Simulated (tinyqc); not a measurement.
Estimate of lattice thermal conductivity from elastic moduli (Slack, Klemens and Cahill formulas). Changing the mean atomic mass M. Computed by tinyqc, a small Python program. Command: `OMP_NUM_THREADS=1 python tinyqc.py 3016894 3016895 out.jsonl slack sweep`. One thread of a shared host (Intel(R) Xeon(R) Processor @ 2.30GHz), about 0.01 s of CPU time with the checks.

An isotropic solid.

Inputs (values chosen for the exercise, for a model crystal):
```
quantity,value,unit
bulk modulus B,41,GPa
shear modulus G,9.31,GPa
volume per atom V,13.1,angstrom^3
atoms per primitive cell n,10,-
temperature T,300,K
disorder parameter Gamma,0.00043,-
grain size d,19000,nm
```

Grueneisen parameter: from the Poisson ratio.

Constants: u = 1.6605390666e-27 kg; hbar = 1.054571817e-34 J s; k_B = 1.380649e-23 J/K; h = 6.62607015e-34 J s.

Method:
- rho = M/V; vL = sqrt((B + 4G/3)/rho), vT = sqrt(G/rho); v_m = [(vL^-3 + 2 vT^-3)/3]^(-1/3); Poisson ratio sigma = (3B - 2G)/(6B + 2G); Theta = hbar v_m (6 pi^2/V)^(1/3)/k_B.
- Empirical rule gamma = (3/2) (1 + sigma)/(2 - 3 sigma).
- Slack, an estimate for T near or above Theta_a: kappa = A M Theta_a^3 delta n^(1/3)/(gamma^2 T) in W/(m K), with M in u, delta = V^(1/3) in angstrom, Theta_a = Theta n^(-1/3) and A = 2.43e-6/(1 - 0.514/gamma + 0.228/gamma^2).
- High-temperature forms with the classical heat capacity. Klemens: kappa/kappa_0 = arctan(u)/u, u^2 = pi^2 Theta V Gamma kappa_0/(h v_m^2). Grains: 1/kappa_poly = 1/kappa + 1/(C v_m d/3), C = 3 k_B/(n V), the acoustic branches alone.
- Cahill minimum: kappa_min = (pi/6)^(1/3) k_B V^(-2/3) sum over L, T, T of v (T/Theta_i)^2 int_0^(Theta_i/T) x^3 e^x/(e^x - 1)^2 dx, Theta_i = Theta v_i/v_m (64 Gauss-Legendre points).
- Its high-temperature limit is (1/2) (pi/6)^(1/3) k_B V^(-2/3) (vL + 2 vT).

One run for each value:
```
mean atomic mass M (u),kappa of the perfect crystal (W/(m K)),Debye temperature Theta (K),kappa_min (W/(m K)),kappa with point defects (W/(m K))
10,0.43631,387.16,1.0033,0.43609
15,0.35625,316.12,0.8640,0.35607
24,0.28164,249.91,0.7128,0.28150
36,0.22996,204.05,0.5966,0.22984
55,0.18604,165.09,0.4913,0.18595
85,0.14965,132.80,0.4000,0.14958
130,0.12101,107.38,0.3259,0.12095
200,0.09756,86.57,0.2641,0.09751
```

What does the table show, and why?

Over the rows, kappa of the perfect crystal (W/(m K)) falls from 0.436 to 0.0976 (exponent d ln y / d ln x about -0.50 throughout); Debye temperature Theta (K) falls from 387 to 86.6 (exponent d ln y / d ln x about -0.50 throughout); kappa_min (W/(m K)) falls from 1.00 to 0.264 (exponent d ln y / d ln x -0.37 between the first rows and -0.49 between the last). The exponent of kappa of the perfect crystal stays at -0.50: M Theta^3 scales as M^(-1/2) at fixed moduli. The exponent of Debye temperature Theta stays at -0.50: velocities scale as rho^(-1/2). At fixed moduli and volume a heavier crystal has slower sound: every velocity and Theta go as M^(-1/2), and so does kappa_min once T is well above Theta.

Caution (all rows): the estimate comes near or below kappa_min; the free path cannot fall under half a wavelength, so the true value levels off near kappa_min.

Extremes, crossings and ranges named in words are read from the listed rows.
